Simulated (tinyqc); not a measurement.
Coupled-perturbed Hartree-Fock on RHF in the sto-3g basis, for H4, spin multiplicity 1, step by step. The polarisability along this axis is zero because the basis has no function that the field can mix in; the real value is not. One step of it, computed by the program tinyqc.

Problem. Iteration 9 (converged): orbitals. Diagonalise F' = X^T F X, C = X C', fill 2 alpha and 2 beta electrons from the bottom; D = 2 C_occ C_occ^T. Each column has its largest component positive (the first on a tie).

converged F (hartree):
```
           1H 1s      2H 1s      3H 1s      4H 1s
1H 1s  -0.235276  -0.461745  -0.058347   0.003183
2H 1s  -0.461745  -0.256573  -0.177517  -0.058347
3H 1s  -0.058347  -0.177517  -0.256573  -0.461745
4H 1s   0.003183  -0.058347  -0.461745  -0.235276
```

X:
```
           1H 1s      2H 1s      3H 1s      4H 1s
1H 1s   1.102554  -0.283644   0.030502  -0.006903
2H 1s  -0.283644   1.129111  -0.146106   0.030502
3H 1s   0.030502  -0.146106   1.129111  -0.283644
4H 1s  -0.006903   0.030502  -0.283644   1.102554
```

Give: F' = X^T F X; orbital energies; coefficients C; D after iteration 9.

Solution.

F' = X^T F X (hartree):
```
         1        2        3        4
1  -0.0190  -0.4584   0.0373   0.0011
2  -0.4584  -0.0022  -0.1733   0.0373
3   0.0373  -0.1733  -0.0022  -0.4584
4   0.0011   0.0373  -0.4584  -0.0190
```

orbital energies (hartree): MO1 -0.5251, MO2 -0.4294, MO3 0.3317, MO4 0.5804

coefficients C:
```
          MO1      MO2      MO3      MO4
1H 1s  0.3572   0.4636   0.7104  -0.6707
2H 1s  0.4204   0.4028  -0.5817   0.8368
3H 1s  0.4204  -0.4028  -0.5817  -0.8368
4H 1s  0.3572  -0.4636   0.7104   0.6707
```

D after iteration 9:
```
         1H 1s    2H 1s    3H 1s    4H 1s
1H 1s   0.6849   0.6738  -0.0731  -0.1746
2H 1s   0.6738   0.6780   0.0291  -0.0731
3H 1s  -0.0731   0.0291   0.6780   0.6738
4H 1s  -0.1746  -0.0731   0.6738   0.6849
```
